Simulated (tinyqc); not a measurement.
Fully depleted semiconductor-on-insulator film with two gates, non-linear Poisson equation by Newton steps: one step of the calculation.

One dimension across the film, front interface at x = 0, back interface at x = ts. psi is counted from the intrinsic level, n = ni exp(psi/Vt) (source grounded), holes neglected, acceptors ionised. Gates act through Cox = eps0 eox/tox and Cbox = 3.9 eps0/tb with potentials G1 = Vg - (phiM - chi - Vt ln(Nc/ni)) and G2 = Vb - (phiB - chi - Vt ln(Nc/ni)). Classical Boltzmann densities, no interface charge, no depletion in the back plane.

Task. Electron sheet density, centroid and oxide fields. n_i = ni exp(psi_i/Vt); N_inv = sum w_i n_i with w = ts/11, halved at the ends; centroid sum w n x/N_inv; fields (G1 - psi_0)/tox and (G2 - psi_11)/tb.

Inputs (values chosen for the exercise); band and dielectric values close to those of silicon:
- T = 300 K (temperature)
- tox = 2.5 nm (insulator thickness)
- ts = 9.7 nm (film thickness)
- tb = 19 nm (buried-oxide thickness (eps_r 3.9))

Constants: q = 1.602176634e-19 C, kB = 1.380649e-23 J/K, Vt = kB T/q. Results are converted to the units shown.

converged psi, node 0 to 11 (V): [0.22459558, 0.23670254, 0.24881087, 0.26092067, 0.27303213, 0.28514551, 0.29726126, 0.30938006, 0.32150304, 0.33363199, 0.34576975, 0.35792090]
ni = 1.5890341e10 cm^-3
G1 = 0.12074954 V
G2 = 1.1507495 V

Wanted: n; N_inv; centroid; field in the front oxide; field in the buried oxide.

Result.

n, node 0 to 11 (cm^-3): [9.4226e13, 1.5051e14, 2.4042e14, 3.8407e14, 6.1358e14, 9.8032e14, 1.5664e15, 2.5032e15, 4.0008e15, 6.3959e15, 1.0228e16, 1.6366e16]
N_inv = 3.1123e9 cm^-2
centroid = 7.9434 nm
field in the front oxide = -0.41538 MV/cm
field in the buried oxide = 0.41728 MV/cm

The centroid lies at 0.82 of the film, near the back interface.

tinyqc, about 0.3 s, one thread, Intel Xeon 2.30GHz (shared host): `OMP_NUM_THREADS=1 python tinyqc.py 2190053 2190054 out.jsonl`
